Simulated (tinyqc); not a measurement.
Classical Heisenberg spin chain: exact results, Metropolis, heat-bath and over-relaxation steps, and a Monte Carlo run: one step, computed by the program tinyqc. Command: `OMP_NUM_THREADS=1 python tinyqc.py 3130295 3130296 out.jsonl heismc walk`. One thread of a shared host (Intel(R) Xeon(R) Processor @ 2.30GHz), about 0.2 s of CPU time with the checks.

E = -J sum_i s_i . s_(i+1) for unit vectors s_i on an open chain; K = J/(k_B T).

Task: Four single-spin steps. The given spins are first normalised. Spins 2 and 3 are updated in turn, with h = K (sum of the two neighbours). Trial spin with z = 2 r1 - 1 and azimuth 2 pi r2; it is accepted if r3 < min(1, exp(h . s_trial - h . s_old)).

Inputs (values chosen for the exercise, for a model chain of large moments): temperature T = 608 K.

Update: Metropolis.

four neighbouring spins (rows; components x, y, z):
```
         1       2        3
1   0.0152  0.8213   0.5703
2   0.4878  0.2925  -0.8225
3  -0.3703  0.0184   0.9287
4   0.3497  0.9342  -0.0701
```

random numbers, one row a step:
```
        1       2       3
1  0.2688  0.6054  0.2872
2  0.8336  0.2945  0.9612
3  0.7339  0.5514  0.2736
4  0.3012  0.9103  0.7758
```

K = -0.4389867

Give: the table «Steps» with the columns |h|, h . s before, h . s trial, acceptance, accepted, x, y, z.

Result:

Steps:
```
spin      |h|  h . s before  h . s trial  acceptance  accepted         x         y         z
2     0.77020       0.50947      0.39625      0.8930       yes  -0.69924  -0.54521  -0.46240
3     0.32765       0.15714      0.00216      0.8564        no  -0.37031   0.01840   0.92873
2     0.77020       0.39625     -0.33510      0.4813       yes  -0.83814  -0.28050   0.46780
3     0.39851      -0.24682      0.37640      1.0000       yes   0.77565  -0.49019  -0.39760
```
